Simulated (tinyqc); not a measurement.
Worked calculation: MP2 on RHF in the sto-3g basis, for H3+, spin multiplicity 1. Computed by tinyqc, a small Python program that keeps every step (integrals from PySCF). Settings: charge = 1, multiplicity = 1, basis = sto-3g, method = RHF, energy threshold = 1e-10, iteration cap = 90, orthogonalisation = symmetric, start = core, DIIS depth = 6. Command: `OMP_NUM_THREADS=1 python tinyqc.py 21022 21023 out.jsonl` (the two numbers bound the seeds that draw the settings). One thread of a shared host (Intel(R) Xeon(R) Processor @ 2.60GHz), about 0.1 s of CPU time with the checks. The early iterations of the SCF are left out here.

## One-electron integrals

Geometry (angstrom):
```
atom         x         y         z
H     0.000000  0.000000  0.000000
H     0.000000  0.000000  0.820000
H     0.000000  0.807000  0.146000
```

Basis sto-3g: exponents (1/bohr^2) and contraction coefficients of normalised primitives:
```
element  l (shell)  exponent  coefficient
H            s (1)  3.425251     0.154329
H            s (1)  0.623914     0.535328
H            s (1)  0.168855     0.444635
```

Overlap, kinetic and nuclear-attraction integrals over the contracted functions; the nuclear repulsion is the sum of Za Zb / Rab.

nuclear repulsion = 1.79388528 hartree

overlap S, order 1H 1s, 2H 1s, 3H 1s:
```
[[1.000000, 0.607905, 0.607840],
 [0.607905, 1.000000, 0.466700],
 [0.607840, 0.466700, 1.000000]]
```

kinetic energy T (hartree), order 1H 1s, 2H 1s, 3H 1s:
```
[[0.760032, 0.192034, 0.191981],
 [0.192034, 0.760032, 0.093326],
 [0.191981, 0.093326, 0.760032]]
```

nuclear attraction V (hartree), order 1H 1s, 2H 1s, 3H 1s:
```
[[-2.436922, -1.406711, -1.406530],
 [-1.406711, -2.322451, -1.040531],
 [-1.406530, -1.040531, -2.322393]]
```

core Hamiltonian H = T + V (hartree), order 1H 1s, 2H 1s, 3H 1s:
```
[[-1.676890, -1.214678, -1.214549],
 [-1.214678, -1.562419, -0.947205],
 [-1.214549, -0.947205, -1.562361]]
```

## Two-electron integrals

Functions are numbered as in S; the eight-fold symmetry (ij|kl) = (ji|kl) = (kl|ij) leaves the list below.

Two-electron integrals (ij|kl) in chemists' order, unique and non-zero (hartree):
```
(11|11) 0.774606   (21|11) 0.400027   (21|21) 0.247622   (22|11) 0.540341
(22|21) 0.400027   (22|22) 0.774606   (31|11) 0.399972   (31|21) 0.219246
(31|22) 0.312091   (31|31) 0.247563   (32|11) 0.266160   (32|21) 0.171376
(32|22) 0.286186   (32|31) 0.171358   (32|32) 0.137694   (33|11) 0.540304
(33|21) 0.312111   (33|22) 0.461609   (33|31) 0.399972   (33|32) 0.286186
(33|33) 0.774606
```

## Orthogonalisation

S = U s U^T; symmetric (Loewdin) form X = U s^(-1/2) U^T, so that X^T S X = 1.

eigenvalues of S: [0.342580, 0.533300, 2.124119]

X, order 1H 1s, 2H 1s, 3H 1s:
```
[[1.331239, -0.348884, -0.348801],
 [-0.348884, 1.216410, -0.152968],
 [-0.348801, -0.152968, 1.216351]]
```

## Iteration 5 (converged): orbitals

converged F (hartree), order 1H 1s, 2H 1s, 3H 1s:
```
[[-0.946536, -0.893191, -0.893118],
 [-0.893191, -0.823976, -0.746079],
 [-0.893118, -0.746079, -0.823917]]
```

Diagonalise F' = X^T F X, C = X C', fill 1 alpha and 1 beta electrons from the bottom; D = 2 C_occ C_occ^T. Each column has its largest component positive (the first on a tie).

F' = X^T F X (hartree):
```
[[-0.400467, -0.459833, -0.459751],
 [-0.459833, -0.413255, -0.267253],
 [-0.459751, -0.267253, -0.413273]]
```

orbital energies (hartree): [-1.205642, -0.146011, 0.124658]

coefficients C, order 1H 1s, 2H 1s, 3H 1s:
```
[[0.452589, -0.000182, 1.345639],
 [0.365847, -0.968147, -0.744057],
 [0.365812, 0.968405, -0.743602]]
```

D after iteration 5, order 1H 1s, 2H 1s, 3H 1s:
```
[[0.409673, 0.331156, 0.331125],
 [0.331156, 0.267688, 0.267662],
 [0.331125, 0.267662, 0.267637]]
```

## Convergence

Stop when the energy changes by less than 1e-10 hartree and every element of the error matrix X^T (F D S - S D F) X is below 3e-06.

Course of the cycle:
```
iteration  E (hartree)     change  largest element of the error matrix
1          -1.22797814          -                             6.27e-02
2          -1.23132342  -3.35e-03                             8.48e-03
3          -1.23138599  -6.26e-05                             2.07e-05
4          -1.23138600  -3.71e-10                             8.27e-07
5          -1.23138600  -4.26e-13                             4.39e-07
```

PySCF RHF in the same basis = -1.23138600 hartree

Converged in 5 iterations.

## Integrals over molecular orbitals

(pq|rs) = sum C_ip C_jq C_kr C_ls (ij|kl), one index at a time.

one-electron integrals over orbitals h = C^T H C (hartree):
```
[[-1.819629, 0.000019, -0.033514],
 [0.000019, -1.153542, -0.000004],
 [-0.033514, -0.000004, -0.950497]]
```

Two-electron integrals over orbitals (pq|rs), unique and non-zero (hartree):
```
(11|11) 0.613987    (21|11) -0.000019   (21|21) 0.144012    (22|11) 0.575772
(22|21) 0.000053    (22|22) 0.644950    (31|11) 0.033514    (31|21) 1.82e-06
(31|22) -0.069383   (31|31) 0.141659    (32|11) 3.09e-06    (32|21) -0.101685
(32|22) -0.000020   (32|31) -0.000046   (32|32) 0.091027    (33|11) 0.608407
(33|21) -0.000061   (33|22) 0.541215    (33|31) 0.093196    (33|32) 0.000018
(33|33) 0.666611
```

## Second-order Moller-Plesset energy

Hartree-Fock energy = -1.23138600 hartree

E2 = sum_ijab (ia|jb) [2 (ia|jb) - (ib|ja)] / (e_i + e_j - e_a - e_b) over occupied i, j and virtual a, b; the opposite-spin part is (ia|jb)^2 / denominator, the rest is same-spin, and SCS-MP2 scales them by 6/5 and 1/3.

Terms:
```
i  j  a  b   (ia|jb)   (ib|ja)  denominator       term
1  1  2  2  0.144012  0.144012    -2.119262  -0.009786
1  1  3  3  0.141659  0.141659    -2.660600  -0.007542
1  1  2  3  1.82e-06  1.82e-06    -2.389931          0
1  1  3  2  1.82e-06  1.82e-06    -2.389931          0
```

Pair energies (hartree; pair i-j sums ij and ji):
```
pair  opposite spin  same spin
1-1       -0.017329          0
```

MP2 correlation energy = -0.01732856 hartree

SCS-MP2 correlation energy = -0.02079427 hartree

MP2 total energy = -1.24871455 hartree
